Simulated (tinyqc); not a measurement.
Worked calculation: plane-wave Kohn-Sham cycle with exchange-only LDA in a layered model solid. Computed by tinyqc, a small Python program that keeps every step. Settings: points = 16, plane-wave index or count = 2, electrons = 4, k points = 1, area = 15.0, mixing = 0.5, iteration cap = 63. Command: `OMP_NUM_THREADS=1 python tinyqc.py 30097 30098 out.jsonl` (the two numbers bound the seeds that draw the settings). One thread of a shared host (Intel(R) Xeon(R) Processor @ 2.60GHz), about 0.01 s of CPU time with the checks. Later iterations appear only in the table of the cycle.

## Iteration 1: potential

A solid whose potential varies along x alone (atomic units):
```
parameter                      value
period a                   12.700000
cross-section of the cell  15.000000
electrons per cell                 4
grid points                       16
plane waves -n..n, n               2
k points                           1
V1 in V1 cos(2 pi x/a)     -0.770000
```

density at the start, on the grid x_j = j a/N (e/bohr^3): 0.020997  0.020997  0.020997  0.020997  0.020997  0.020997  0.020997  0.020997  0.020997  0.020997  0.020997  0.020997  0.020997  0.020997  0.020997  0.020997

V_H(G) = 4 pi rho(G)/G^2 for G != 0 (uniform background); v_x = -(3 rho/pi)^(1/3); V = V_ext + V_H + v_x; Fourier components f(G_m) = (1/N) sum_j f(x_j) exp(-i G_m x_j).

Potentials on the grid (hartree):
```
x          V_ext     V_H      v_x        V
0.0000   -0.7700  0.0000  -0.2717  -1.0417
0.7937   -0.7114  0.0000  -0.2717  -0.9831
1.5875   -0.5445  0.0000  -0.2717  -0.8161
2.3813   -0.2947  0.0000  -0.2717  -0.5663
3.1750         0  0.0000  -0.2717  -0.2717
3.9688    0.2947  0.0000  -0.2717   0.0230
4.7625    0.5445  0.0000  -0.2717   0.2728
5.5563    0.7114  0.0000  -0.2717   0.4397
6.3500    0.7700  0.0000  -0.2717   0.4983
7.1437    0.7114  0.0000  -0.2717   0.4397
7.9375    0.5445  0.0000  -0.2717   0.2728
8.7312    0.2947  0.0000  -0.2717   0.0230
9.5250         0  0.0000  -0.2717  -0.2717
10.3187  -0.2947  0.0000  -0.2717  -0.5663
11.1125  -0.5445  0.0000  -0.2717  -0.8161
11.9062  -0.7114  0.0000  -0.2717  -0.9831
```

V(G_m), m = 0, 1, 2, ... (hartree): -0.2717  -0.3850  0.0000  0.0000  0.0000

## Iteration 1: Hamiltonian at one k

k = 0.0000 2 pi / a

H(m,m') = (k + G_m)^2/2 delta + V(G_m - G_m'), with V(-G) = V(G).

H (hartree), lower triangle:
```
         -2       -1       +0       +1      +2
-2   0.2179
-1  -0.3850  -0.1493
+0   0.0000  -0.3850  -0.2717
+1   0.0000   0.0000  -0.3850  -0.1493
+2   0.0000   0.0000   0.0000  -0.3850  0.2179
```

## Iteration 1: levels at that k

Diagonalise the Hermitian matrix.

eigenvalues (hartree): -0.8260  -0.3922  0.0317  0.4608  0.5912

## Iteration 1: new density

Motion across x is left out: the lowest 2 band(s) hold two electrons at each of the k points (j + 1/2)/nk - 1/2. Residual R = rho(out) - rho(in); rho(new) = rho(in) + 0.5 R. rho(out) = 2/(a A nk) sum |psi|^2 with psi = sum c exp(i G x). Harris energy E = band energy - dV sum rho (V_H/2 + v_x) + (3/4) dV sum rho v_x with rho(in), dV = a A/N, band energy = (2/nk) sum of the filled levels.

rho(out) (e/bohr^3): 0.042554  0.045615  0.046527  0.034852  0.016077  0.003452  0.000088  0.000070  0.000040  0.000070  0.000088  0.003452  0.016077  0.034852  0.046527  0.045615

density after iteration 1 (e/bohr^3): 0.031775  0.033306  0.033762  0.027925  0.018537  0.012225  0.010543  0.010534  0.010519  0.010534  0.010543  0.012225  0.018537  0.027925  0.033762  0.033306

energy per cell = -2.164883 hartree

## Iteration 2: potential

As before.

Potentials on the grid (hartree):
```
x          V_ext      V_H      v_x        V
0.0000   -0.7700   0.6908  -0.3119  -0.3911
0.7937   -0.7114   0.6470  -0.3168  -0.3813
1.5875   -0.5445   0.5063  -0.3183  -0.3564
2.3813   -0.2947   0.2691  -0.2988  -0.3243
3.1750         0  -0.0205  -0.2606  -0.2811
3.9688    0.2947  -0.2928  -0.2269  -0.2250
4.7625    0.5445  -0.4989  -0.2159  -0.1704
5.5563    0.7114  -0.6233  -0.2159  -0.1278
6.3500    0.7700  -0.6647  -0.2158  -0.1105
7.1437    0.7114  -0.6233  -0.2159  -0.1278
7.9375    0.5445  -0.4989  -0.2159  -0.1704
8.7312    0.2947  -0.2928  -0.2269  -0.2250
9.5250         0  -0.0205  -0.2606  -0.2811
10.3187  -0.2947   0.2691  -0.2988  -0.3243
11.1125  -0.5445   0.5063  -0.3183  -0.3564
11.9062  -0.7114   0.6470  -0.3168  -0.3813
```

V(G_m), m = 0, 1, 2, ... (hartree): -0.2646  -0.0680  0.0073  -0.0017  -0.0006

## Iteration 2: Hamiltonian at one k

k = 0.0000 2 pi / a

As before.

H (hartree), lower triangle:
```
         -2       -1       +0       +1      +2
-2   0.2249
-1  -0.0680  -0.1422
+0   0.0073  -0.0680  -0.2646
+1  -0.0017   0.0073  -0.0680  -0.1422
+2  -0.0006  -0.0017   0.0073  -0.0680  0.2249
```

## Iteration 2: levels at that k

As before.

eigenvalues (hartree): -0.3168  -0.1609  -0.0974  0.2369  0.2390

## Iteration 2: new density

As before.

rho(out) (e/bohr^3): 0.027519  0.030358  0.035056  0.034771  0.027322  0.016563  0.007496  0.002298  0.000712  0.002298  0.007496  0.016563  0.027322  0.034771  0.035056  0.030358

density after iteration 2 (e/bohr^3): 0.029647  0.031832  0.034409  0.031348  0.022930  0.014394  0.009019  0.006416  0.005615  0.006416  0.009019  0.014394  0.022930  0.031348  0.034409  0.031832

energy per cell = -1.121152 hartree

## Convergence

Stop when sqrt(dV sum R^2) is below 1e-8, dV = a A/N.

Course of the cycle:
```
iteration  E (hartree)  norm of the residual
1            -2.164883              2.72e-01
2            -1.121152              8.27e-02
3            -1.101023              5.70e-02
4            -1.104121              4.20e-02
5            -1.150420              2.16e-01
6            -1.340061              1.60e-01
7            -1.159089              1.68e-01
8            -1.263152              1.42e-01
9            -1.196468              2.14e-01
10           -1.352314              1.62e-01
11           -1.158645              1.68e-01
...                ...                   ...
53           -1.196758              2.14e-01
54           -1.352530              1.62e-01
55           -1.158621              1.68e-01
56           -1.252667              1.38e-01
57           -1.196758              2.14e-01
58           -1.352530              1.62e-01
59           -1.158621              1.68e-01
60           -1.252667              1.38e-01
61           -1.196758              2.14e-01
62           -1.352531              1.62e-01
63           -1.158622              1.68e-01
```

Not converged within 63 iterations: the residual wanders without falling. At the k point shown the highest filled and lowest empty bands lie only 0.0174 hartree apart, so integer filling is fragile. Reruns (cap 100 unless said): mixing 0.1: not converged; mixing 0.5, Kerker q0 1.0: not converged; mixing 0.3, Pulay depth 5: not converged; the original settings with a cap of 400: not converged.
